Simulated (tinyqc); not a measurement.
Gain spectrum: optical gain and spontaneous emission in a bulk direct-gap semiconductor.

Parabolic bands, vertical transitions, no excitons. For each hole band j: mr = me mj/(me + mj); joint density of states J_j(E) = (mr/c)^(3/2) sqrt(E - Eg)/(2 pi^2), both spins, c = hbar^2/2m0; averaged matrix element |e.p|^2 = m0 Ep/6; alpha_j(E) = 4 pi^2 alpha_f c Ep J_j/(3 nr E) in 1/angstrom (alpha_f the fine-structure constant, listed as alpha among the constants), times 1e8 for 1/cm.

F_j(eta) = (1/Gamma(j + 1)) integral_0^infinity x^j dx/(1 + exp(x - eta)), which tends to exp(eta) for eta << 0.

Quasi-Fermi levels: n = Nc F_1/2(Fc/kT) and p = Nv F_1/2(Fv/kT), Fc counted up from the conduction edge and Fv down from the valence edge; Nc, Nv from N = 2 (m kB T/(4 pi c))^(3/2) with c = hbar^2/2m0, in 1/angstrom^3; times 1e24 for 1/cm^3, with me and (mhh^(3/2) + mlh^(3/2))^(2/3).

For band j the electron sits at Ee = (E - Eg) mr/me above its edge and the hole at Eh = (E - Eg) mr/mj; fe = 1/(1 + exp((Ee - Fc)/kT)), fh = 1/(1 + exp((Eh - Fv)/kT)); gain g = sum_j alpha_j (fe + fh - 1).

Constants: hbar^2/2m0 = 3.80998211 eV angstrom^2; fine-structure constant alpha = 0.007297352564; kB = 8.617333262e-05 eV/K.

Inputs chosen for the exercise (near those of GaAs; shifted at random, so the results belong to these values and not to a real crystal):

| symbol | value | unit | meaning |
|---|---|---|---|
| Eg | 1.437 | eV | direct gap |
| me | 0.0692 | m0 | electron mass |
| mhh | 0.517 | m0 | heavy-hole mass |
| mlh | 0.0806 | m0 | light-hole mass |
| Ep | 25.8 | eV | Kane energy |
| nr | 3.54 |  | refractive index |
| T | 400 | K |  |
| n | 6.7e+18 | 1/cm^3 | injected density, n = p |

At the density n.

Spectrum:

| E - Eg (eV) | alpha, empty (1/cm) | fe, heavy | fh, heavy | g (1/cm) |
|---|---|---|---|---|
| 0.005 | 1983 | 0.994 | 0.335 | 646 |
| 0.010 | 2795 | 0.993 | 0.331 | 889 |
| 0.020 | 3925 | 0.992 | 0.324 | 1186 |
| 0.030 | 4774 | 0.989 | 0.316 | 1369 |
| 0.045 | 5788 | 0.984 | 0.305 | 1525 |
| 0.060 | 6617 | 0.977 | 0.295 | 1587 |
| 0.080 | 7540 | 0.962 | 0.281 | 1558 |
| 0.100 | 8320 | 0.938 | 0.267 | 1407 |
| 0.130 | 9304 | 0.875 | 0.247 | 905 |
| 0.170 | 10375 | 0.715 | 0.223 | -495 |
| 0.220 | 11447 | 0.412 | 0.194 | -3464 |

Fc + Fv = 0.1587 eV

g is positive below E - Eg = 0.1587 eV; the largest value listed is 1587 1/cm at 0.060 eV. At 0.220 eV above the gap g is -0.30 times the absorption of the empty crystal, whose limit is -1.

Computed by tinyqc, a small Python program: `OMP_NUM_THREADS=1 python tinyqc.py 1652473 1652474 out.jsonl` (the numbers bound the seed that draws the inputs); one thread of a shared host (Intel(R) Xeon(R) Processor @ 2.30GHz), about 0.1 s for the whole set of steps.
